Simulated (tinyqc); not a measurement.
# Off-state leakage of single and stacked transistors: effects of single changes

n-channel devices of unit width. Subthreshold current I(Vg, Vs, Vd) = I0 (T/300 K)^0.5 exp[(Vg - Vs - VT(T) - gb (Vs - Vb) + dd (Vd - Vs))/(nf Vt)] (1 - exp(-(Vd - Vs)/Vt)), VT(T) = VT - cT (T - 300 K). Gate-edge tunnelling Ig (Vd/1 V) exp(ag (Vd - 1 V)), for a gate at 0 V, and band-to-band leakage Ab u exp(-Bb/u), u = Vd - Vb + 1 V, flow at a drain held at V; both are taken as independent of T. In a stack of off transistors (all gates at 0 V) the same subthreshold current passes through each.

Inputs (values chosen for the exercise); values of the order met in bulk silicon logic transistors:
```
symbol   value       unit                                             meaning
T          330          K                                         temperature
V          1.2          V                                      supply voltage
VT        0.33          V        threshold at 300 K, zero drain and body bias
cT         0.8       mV/K              fall of the threshold with temperature
I0         0.2      uA/um                       current at threshold at 300 K
nf        1.25                                                   slope factor
dd        0.07                                drain-induced lowering per volt
gb        0.15             rise of the threshold per volt of source-body bias
Ig      0.0005      uA/um                 gate-edge tunnelling current at 1 V
ag         3.7        1/V               exponential slope of the gate current
Ab           1  uA/(um V)      prefactor of band-to-band leakage at the drain
Bb          28          V                             its exponential voltage
Vb        -0.6          V                                        body voltage
```

Constants: q = 1.602176634e-19 C, kB = 1.380649e-23 J/K, Vt = kB T/q. Results are converted to the units shown.

Each table varies one quantity; the others keep the values above.

## Subthreshold current against the height of the stack

All n gates at 0 V, bottom source at 0 V, top drain at V; node voltages follow from equal currents.

Results:
```
n	I (nA/um)	reduction factor	drain voltage of the bottom device (mV)	source voltage of the top device (mV)	voltage across the top device (V)
1	0.03235	1.000	1200	0	1.200
2	0.003159	10.24	67.78	67.78	1.132
3	0.001623	19.93	20.41	87.18	1.113
5	8.208e-4	39.41	8.755	107.0	1.093
6	6.580e-4	49.16	6.820	113.5	1.087
```

Estimate the missing row, n = 4.

Computed row:
```
n	I (nA/um)	reduction factor	drain voltage of the bottom device (mV)	source voltage of the top device (mV)	voltage across the top device (V)
4	0.001091	29.66	12.24	98.77	1.101
```

With this row back in the table: The second transistor cuts the current by a factor of 10.2, the third by a further 1.95 and the sixth by 1.25. The top device keeps 90.5 % of the supply at n = 6, while the drain voltage of the bottom one falls to 0.240 Vt.

## Leakage components against the body voltage

Same model as above.

One transistor with Vg = Vs = 0, Vd = V; stack factor I(one)/I(two in series).

The same in every row: gate edge (nA/um) = 1.258; stack factor = 10.24.

Results:
```
Vb (V)	subthreshold (nA/um)	band-to-band (nA/um)	total (nA/um)	largest part
0.2	0.9461	0.001663	2.205	gate edge
0	0.4068	0.006532	1.671	gate edge
-0.4	0.07522	0.05470	1.387	gate edge
-0.6	0.03235	0.1271	1.417	gate edge
-0.8	0.01391	0.2653	1.537	gate edge
-1	0.005981	0.5071	1.771	gate edge
-1.2	0.002572	0.9014	2.162	gate edge
-1.4	0.001106	1.508	2.767	band-to-band
```

Estimate the missing row, Vb = -0.2 V.

Computed row:
```
Vb (V)	subthreshold (nA/um)	band-to-band (nA/um)	total (nA/um)	largest part
-0.2	0.1749	0.02058	1.453	gate edge
```

With this row back in the table: As Vb goes from 0.2 to -1.4, the total leakage goes from 2.21 through a minimum of 1.39 (at Vb = -0.4 among the rows listed) to 2.77 nA/um. The gate edge part leads at Vb = 0.2, the band-to-band part from -1.4 on. The exact minimum lies at Vb = -0.431 V: reverse body bias lowers the subthreshold part by a decade every nf Vt ln 10/gb = 0.546 V but raises the band-to-band part. The reduction by a stack of two stays at 10.2, for the subthreshold part alone. For Vb = 0.2 the body is forward biased; the junction current, left out, is still small at this voltage.

tinyqc, about 0.03 s, one thread, Intel Xeon 2.30GHz (shared host): `OMP_NUM_THREADS=1 python tinyqc.py 2242022 2242023 out.jsonl`
